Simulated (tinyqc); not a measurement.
Strong pi bonds keep dimers flat: buckled dimers of a reconstructed (001) surface, two dangling bonds a dimer.

In a dimer one atom moves up by z and the other down by z; the dangling bond of the up atom (more s-like) falls by gm z and that of the down atom rises by gm z. With all dimers tilted alike: H(k) = [[-gm z - 2 ta cos k, -tp - 2 tx cos k], [., gm z - 2 ta cos k]], k along the row in 1/a. Two electrons a dimer fill the lowest N of the 2N levels on the mesh k_j = (j + 1/2) pi/N. Total energy a dimer: W(z) = (2/N) sum of the filled levels + kf z^2. Repulsion between electrons is left out.

Values chosen for the exercise (of the size met on diamond (001); the results hold for these values, not for the real material): ta = 0.19 eV (coupling between like atoms along the row); tx = 0.04 eV (diagonal coupling along the row); gm = 2.31 eV/angstrom (shift of a dangling bond with height); kf = 6 eV/angstrom^2 (force constant of buckling); N = 12 (k points).

tp is varied; z minimises W on 0 to 1 angstrom; gap on 201 points; charge moved: the mean of gm z/sqrt((gm z)^2 + h^2) over the mesh, h the off-diagonal element.

Against tp:

| tp (eV) | z (angstrom) | gain (eV) | gap (eV) | charge moved (e) |
|---|---|---|---|---|
| 0.10 | 0.3818 | 0.4021 | 1.0223 | 0.992 |
| 0.30 | 0.3619 | 0.3506 | 1.0227 | 0.940 |
| 0.45 | 0.3319 | 0.2197 | 1.0232 | 0.862 |
| 0.60 | 0.2846 | 0.0961 | 1.0239 | 0.739 |
| 0.80 | 0.1707 | 0.0097 | 1.0252 | 0.443 |
| 1.00 | 0.0000 | 0.0000 | 1.2400 | 0.000 |
| 1.30 | 0.0000 | 0.0000 | 1.8400 | 0.000 |
| 1.60 | 0.0000 | 0.0000 | 2.4400 | 0.000 |

Give the missing row, tp (eV) = 0.20.

Computed row:
```
tp (eV)  z (angstrom)  gain (eV)  gap (eV)  charge moved (e)
0.20           0.3745     0.3842    1.0225             0.973
```

Dimers buckle for tp up to 0.8 eV among these rows; for an isolated dimer the limit is gm^2/kf = 0.889 eV. While buckled, the splitting, on average over k, stays near 2 gm^2/kf = 1.779 eV whatever tp is, and beyond the limit it follows 2 tp; the gap is smaller by the width of the bands, about 4 ta = 0.76 eV.

Program tinyqc; command `OMP_NUM_THREADS=1 python tinyqc.py 1480498 1480499 out.jsonl`; about 0.01 s on one thread of a shared Intel(R) Xeon(R) Processor @ 2.30GHz.
